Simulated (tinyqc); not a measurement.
Thermal stress, cracking, delamination and buckling of a thin film; Griffith cracks and misfitting inclusions: one step, computed by the program tinyqc.

Isotropic linear elasticity; the substrate is much thicker than the film; stress is positive in tension.

Problem. A misfitting inclusion. Film material fills a sphere of radius R in the substrate, with the misfit e = thermal strain (it wants to shrink if e > 0). Radial stress at the wall s0 = e/[(1 - 2 nu)/E + (1 + nu_s)/(2 E_s)]; inside it is uniform and hydrostatic; outside s_rr = s0 (R/r)^3, s_tt = -s_rr/2. Keep-out radius: where |s_rr| falls to 10 MPa (R if it is lower at the wall).

Inputs (values chosen for the exercise, for a model film):
```
quantity                       value        unit
film Young's modulus E           409         GPa
film Poisson ratio nu           0.28           -
deposition temperature T_d      1150           K
final temperature T              300           K
substrate Young's modulus E_s    134         GPa
substrate Poisson ratio nu_s    0.24           -
inclusion radius R               1.3  micrometre
```

Inclusion: sphere.

thermal strain = 4.165000e-04

Give: radial stress at the wall s0; mean stress inside; keep-out radius.

Solution.

radial stress at the wall s0 = 73.04 MPa

mean stress inside = 73.04 MPa

keep-out radius = 2.522 micrometre

The stress does not depend on R; its reach scales with R.
